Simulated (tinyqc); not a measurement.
Lorentz oscillators and the Kramers-Kronig relations: sweeps and comparisons. A value that a table varies takes the place of the one given here.

eps(E) = 1 + sum_j S_j/(E0_j^2 - E^2 - i G_j E).

Kramers-Kronig: eps1(E) = 1 + (2/pi) P integral_0^infinity E1 eps2(E1)/(E1^2 - E^2) dE1. Maclaurin rule on the grid E_j = j h, j = 1 .. M: eps1(E_i) = 1 + (4 h/pi) sum over j with j - i odd of E_j eps2(E_j)/(E_j^2 - E_i^2); nothing is added above E_M.

n + i k = sqrt(eps1 + i eps2) with k >= 0; R = ((n - 1)^2 + k^2)/((n + 1)^2 + k^2) at normal incidence from vacuum; alpha = 2 E k/(hbar c), times 1e8 for 1/cm; loss function Im(-1/eps) = eps2/(eps1^2 + eps2^2).

Constants: hbar c = 1973.269805 eV angstrom.

Inputs chosen for the exercise: E0 = (2.27, 4.2) eV (resonances); G = (0.31, 0.78) eV (widths); S = (20.9, 85.6) eV^2 (strengths); h = 0.2 eV (grid step); M = 36 (grid points E_j = j h); E_t = 0.6 eV (energy below the first line); E = 6.02 eV (photon energy).

## Numerical transform against the formula

Every third grid point is listed; the error is the transform minus the formula.

Dielectric function:
```
E (eV)    eps2  eps1 formula  eps1 transform   error
0.40     0.191        10.079          10.434   0.356
1.00     0.614        11.138          10.499  -0.638
1.60     1.954        14.414          15.280   0.866
2.20    26.197        19.184          14.521  -4.663
2.80     4.130         2.278           2.026  -0.252
3.40     5.682         9.652           9.775   0.123
4.00    21.714        10.397          10.217  -0.180
4.60    12.272       -12.222         -12.129   0.093
5.20     3.383        -7.627          -7.830  -0.203
5.80     1.447        -4.685          -4.703  -0.018
6.40     0.784        -3.092          -3.306  -0.214
7.00     0.485        -2.125          -2.261  -0.137
```

What can be read from the table?

The largest error listed is -4.663 at 2.20 eV. The rule samples every 2h = 0.4 eV and the narrowest line is 0.31 eV wide, so it is not resolved. The grid ends at 7.2 eV, where eps2 is still 0.422; the error at the last point listed, nearest the missing tail, is -0.137.

## How far the spectrum must be known

The integrals are done by adaptive quadrature and cut at E_cut. f-sum share: (2/pi) integral of E eps2 over sum S. Static share: (2/pi) integral of eps2/E over eps(0) - 1.

Cut integrals:
```
E_cut (eV)  eps1(E_t)  f-sum share  static share
3.4             6.247        0.233         0.554
4.6             9.439        0.721         0.904
6.3            10.186        0.899         0.987
8.4            10.268        0.938         0.996
12.6           10.295        0.963         0.999
21.0           10.302        0.979         1.000
```

eps1(E_t) from the formula = 10.304

How do the results move?

Cut at 4.6 eV, just above the last line, eps1(E_t) lacks 0.865; cut at 21 eV it lacks 0.002. At 6.3 eV the static sum has reached 0.987 and the f-sum only 0.899: the f-sum weights eps2 by E and the static sum by 1/E, so the f-sum needs the far tail.

## Optical constants across the spectrum

Spectrum:
```
E (eV)    eps1    eps2      n      k      R   loss
0.63    10.347   0.322  3.217  0.050  0.277  0.003
1.49    13.474   1.511  3.676  0.206  0.329  0.008
2.35    -3.670  23.861  3.199  3.729  0.594  0.041
3.21     7.540   4.323  2.849  0.759  0.260  0.057
4.07     7.383  24.390  4.054  3.008  0.531  0.038
4.93    -9.720   5.646  0.872  3.237  0.751  0.045
5.78    -4.755   1.482  0.336  2.206  0.798  0.060
6.64    -2.652   0.639  0.195  1.640  0.811  0.086
7.50    -1.575   0.347  0.137  1.263  0.810  0.133
8.36    -0.935   0.214  0.110  0.973  0.798  0.233
9.22    -0.518   0.143  0.099  0.726  0.772  0.497
10.08   -0.227   0.102  0.104  0.488  0.714  1.642
```

How do the results move?

Among the energies listed the largest values are at (eV): eps2 4.07; n 4.07; k 2.35; R 6.64; loss 10.08 (last row, still rising). eps1 crosses zero at 2.32, 2.68, 4.19 and 11.01 eV; the last crossing is upward and marks the plasmon, against sqrt(sum S) = 10.32 eV for free electrons.

## What each oscillator parameter does

At the energy E. Each row changes one parameter from the base and keeps the others.

Results:
```
case                       eps1   eps2      n      k      R
base                     -3.996  1.132  0.280  2.019  0.804
E0 = (2.27, 4.41) eV     -4.398  1.362  0.321  2.122  0.794
G = (0.31, 1.17) eV      -3.695  1.564  0.398  1.963  0.726
S = (20.9, 102.72) eV^2  -4.861  1.351  0.303  2.226  0.818
E = 6.321 eV             -3.256  0.842  0.231  1.819  0.808
```

What can be read from the table?

The largest shifts from the base row, up to three for each result and ties (the steps differ in size, so this ranks the rows, not the parameters). eps1: S -0.865, E +0.740, E0 -0.402. eps2: G +0.432, E -0.291, E0 +0.230. n: G +0.118, E -0.049, E0 +0.041. k: S +0.207, E -0.199, E0 +0.103. R: G -0.078, S +0.014, E0 -0.009.

Run: tinyqc, `OMP_NUM_THREADS=1 python tinyqc.py 1681391 1681392 out.jsonl`; Intel(R) Xeon(R) Processor @ 2.30GHz, one thread, shared host; about 0.2 s of CPU time with all checks.
